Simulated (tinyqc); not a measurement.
Nanowire ballistic transistor, top-of-the-barrier model: effect of the temperature.

At the top of the source barrier, states moving towards the drain are filled by the source (Fermi level 0) and states moving back by the drain (Fermi level -q Vd); nothing scatters. U is the shift of the band edge there, set by the capacitances CG, CD and CS (the total) and by the charge. Parabolic one-dimensional subbands; the source is grounded.

N0 = gv sqrt(2 m kB T/pi)/hbar, CG = 2 pi eps0 eox/ln(1 + 2 tox/d), CS = CG/aG, n0 = n at U = 0 and Vd = 0. eta1 = -(E0 + U)/Vt, eta2 = eta1 - Vd/Vt, n = (N0/2)[F_(-1/2)(eta1) + F_(-1/2)(eta2)], F_(-1/2)(x) = (1/sqrt(pi)) int_0^infinity u^(-1/2)/(1 + exp(u - x)) du. Each F is summed over the two subbands, F(eta) + F(eta - dE/Vt), which share the mass. U = UL + q (n - n0)/CS with UL = -(aG Vg + aD Vd), energies in eV. I = gv (2 q^2/h) Vt [ln(1 + exp eta1) - ln(1 + exp eta2)], summed over both subbands. CQ = (q/Vt) dn/d(eta1). E0 is held fixed.

Values chosen for this exercise; mass and valleys close to those of germanium:
- m = 0.123 m0 (effective mass)
- gv = 4 (valley degeneracy)
- eox = 3.9 (relative permittivity of the gate insulator)
- tox = 1 nm (insulator thickness)
- d = 3 nm (wire diameter)
- dE = 0.06 eV (offset of a second subband (0: none))
- aG = 0.76 (gate control CG/CS)
- aD = 0.11 (drain control CD/CS)
- E0 = 0.17 eV (band edge at the barrier top above the source Fermi level at zero bias)
- Vg = 0.7 V (gate voltage)
- Vd = 0.7 V (drain voltage)

Constants: q = 1.602176634e-19 C, kB = 1.380649e-23 J/K, hbar = 1.054571817e-34 J s, h = 6.62607015e-34 J s, m0 = 9.1093837015e-31 kg, Vt = kB T/q, eps0 = 8.8541878128e-14 F/cm where lengths are in cm. Results are converted to the units shown.

Result of one run:

| eta1 | n (cm^-1) | I (uA) | mean velocity I/(q n) (cm/s) | CQ/CS |
|---|---|---|---|---|
| 3.437 | 1.163e7 | 49.74 | 2.670e7 | 2.557 |

Which temperature T gave this result: 120, 180, 360 or 420 K?

T = 360 K.

The whole series:

| T (K) | eta1 | n (cm^-1) | I (uA) | mean velocity I/(q n) (cm/s) | CQ/CS |
|---|---|---|---|---|---|
| 50 | 23.29 | 1.181e7 | 43.60 | 2.304e7 | 2.697 |
| 77 | 15.17 | 1.180e7 | 43.81 | 2.317e7 | 2.737 |
| 120 | 9.817 | 1.177e7 | 44.39 | 2.353e7 | 2.798 |
| 180 | 6.634 | 1.172e7 | 45.49 | 2.422e7 | 2.802 |
| 240 | 5.040 | 1.168e7 | 46.77 | 2.499e7 | 2.741 |
| 300 | 4.080 | 1.164e7 | 48.18 | 2.583e7 | 2.653 |
| 360 | 3.437 | 1.163e7 | 49.74 | 2.670e7 | 2.557 |
| 420 | 2.979 | 1.163e7 | 51.45 | 2.760e7 | 2.459 |

As T goes from 50 to 420 K, n falls from 1.18e7 to 1.16e7 cm^-1, the mean velocity rises from 2.30e7 to 2.76e7 cm/s and the current rises from 43.6 to 51.5 uA. CQ/CS goes from 2.7 to 2.5.

Numbers from tinyqc (`OMP_NUM_THREADS=1 python tinyqc.py 2400095 2400096 out.jsonl`; about 0.07 s on one thread of a shared Intel Xeon 2.30GHz).
